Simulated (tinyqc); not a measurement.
Zero-field depth and permittivity from two fields.

Question. The apparent depth of a Coulomb trap is Et - sqrt(q F/(pi eps0 eps_r)). Find Et and eps_r.

Constants: q = 1.602176634e-19 C, eps0 = 8.8541878128e-14 F/cm where lengths are in cm. Results are converted to the units shown.

apparent depth at F = 20 and 82 kV/cm (eV): [0.59539544, 0.55993110]

Solution. The depth is linear in sqrt(F): the intercept is Et and the slope -sqrt(q/(pi eps0 eps_r)).

Et = 0.630 eV
eps_r = 9.62

tinyqc, about 0.01 s, one thread, Intel Xeon 2.30GHz (shared host): `OMP_NUM_THREADS=1 python tinyqc.py 2050174 2050175 out.jsonl`
